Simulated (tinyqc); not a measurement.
FCI on RHF in the 6-31g basis, for H3+, spin multiplicity 1, step by step. One step of it, computed by the program tinyqc.

Task: Iteration 6 (converged): orbitals. Diagonalise F' = X^T F X, C = X C', fill 1 alpha and 1 beta electrons from the bottom; D = 2 C_occ C_occ^T. Each column has its largest component positive (the first on a tie).

converged F (hartree):
```
           1H 1s      1H 2s      2H 1s      2H 2s      3H 1s      3H 2s
1H 1s  -0.611277  -0.889425  -0.652151  -0.707945  -0.652151  -0.707945
1H 2s  -0.889425  -0.824177  -0.629424  -0.677724  -0.629424  -0.677724
2H 1s  -0.652151  -0.629424  -0.339286  -0.655912  -0.218061  -0.375792
2H 2s  -0.707945  -0.677724  -0.655912  -0.620342  -0.375792  -0.488832
3H 1s  -0.652151  -0.629424  -0.218061  -0.375792  -0.339286  -0.655912
3H 2s  -0.707945  -0.677724  -0.375792  -0.488832  -0.655912  -0.620342
```

X:
```
           1H 1s      1H 2s      2H 1s      2H 2s      3H 1s      3H 2s
1H 1s   1.316865  -0.632167  -0.143473   0.117800  -0.143473   0.117800
1H 2s  -0.632167   3.769839  -0.030877  -1.603239  -0.030877  -1.603239
2H 1s  -0.143473  -0.030877   1.283297  -0.470616   0.051624   0.064447
2H 2s   0.117800  -1.603239  -0.470616   2.166624   0.064447   0.453985
3H 1s  -0.143473  -0.030877   0.051624   0.064447   1.283297  -0.470616
3H 2s   0.117800  -1.603239   0.064447   0.453985  -0.470616   2.166624
```

Give: F' = X^T F X; orbital energies; coefficients C; D after iteration 6.

Result:

F' = X^T F X (hartree):
```
         1        2        3        4        5        6
1   0.1346  -0.6409  -0.4218  -0.0881  -0.4218  -0.0881
2  -0.6409   0.1313  -0.1610  -0.2052  -0.1610  -0.2052
3  -0.4218  -0.1610   0.2261  -0.5033   0.0784  -0.0326
4  -0.0881  -0.2052  -0.5033  -0.0006  -0.0326  -0.0935
5  -0.4218  -0.1610   0.0784  -0.0326   0.2261  -0.5033
6  -0.0881  -0.2052  -0.0326  -0.0935  -0.5033  -0.0006
```

orbital energies (hartree): MO1 -1.0928, MO2 -0.3512, MO3 0.0174, MO4 0.5027, MO5 0.5918, MO6 1.0490

coefficients C:
```
          MO1      MO2      MO3      MO4      MO5      MO6
1H 1s  0.3848   0.0000   0.2860  -0.6671   0.0000  -1.2360
1H 2s  0.4009   0.0000   2.9119   2.1806   0.0000   2.5217
2H 1s  0.2362   0.3225  -0.0050  -0.6252  -0.8931   0.7405
2H 2s  0.0181   0.6212  -1.9521  -0.4543   1.1063  -1.4433
3H 1s  0.2362  -0.3225  -0.0050  -0.6252   0.8931   0.7405
3H 2s  0.0181  -0.6212  -1.9521  -0.4543  -1.1063  -1.4433
```

D after iteration 6:
```
        1H 1s   1H 2s   2H 1s   2H 2s   3H 1s   3H 2s
1H 1s  0.2961  0.3085  0.1818  0.0139  0.1818  0.0139
1H 2s  0.3085  0.3215  0.1894  0.0145  0.1894  0.0145
2H 1s  0.1818  0.1894  0.1116  0.0085  0.1116  0.0085
2H 2s  0.0139  0.0145  0.0085  0.0007  0.0085  0.0007
3H 1s  0.1818  0.1894  0.1116  0.0085  0.1116  0.0085
3H 2s  0.0139  0.0145  0.0085  0.0007  0.0085  0.0007
```
